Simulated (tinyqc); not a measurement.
Koster-Slater impurity in a tight-binding band, by Green functions and by supercells: one step, computed by the program tinyqc. Command: `OMP_NUM_THREADS=1 python tinyqc.py 3026943 3026944 out.jsonl kosterslater walk`. One thread of a shared host (Intel(R) Xeon(R) Processor @ 2.30GHz), about 0.04 s of CPU time with the checks.

One orbital per site, e(k) = -2 t sum cos(k_i) over 3 direction(s), band from -6 t to 6 t, lattice constant 1. One site has the extra energy U. Spin is left out.

Question. The host Green function outside the band. Outside the band G0(E) = (1/pi) int_0^pi dk (2/(pi z)) K(16 t^2/z^2), z = E + 2 t cos k, K the complete elliptic integral with parameter m; 200 Gauss-Legendre points. A bound state solves 1/U = G0(E). Energies: 0.05, 0.2, 0.5, 1, 2, 4 and 8 t beyond the band edge on the side of U, rounded to four digits.

Inputs (values chosen for the exercise, for a model band): hopping t = 0.48 eV; impurity potential U = -2.72 eV.

Lattice: simple cubic.

Give: Scan on the side of U.

Answer.

Scan on the side of U:
```
E (eV)  G0 (1/eV)  1/U - G0 (1/eV)
-2.904    -0.4884           0.1208
-2.976    -0.4492           0.0815
-3.120    -0.4039           0.0363
-3.360    -0.3553          -0.0124
-3.840    -0.2936          -0.0740
-4.800    -0.2232          -0.1444
-6.720    -0.1538          -0.2139
```

G0 stays finite at the band edge, 0.252731/t in size, so binding needs |U| > 3.957 t.
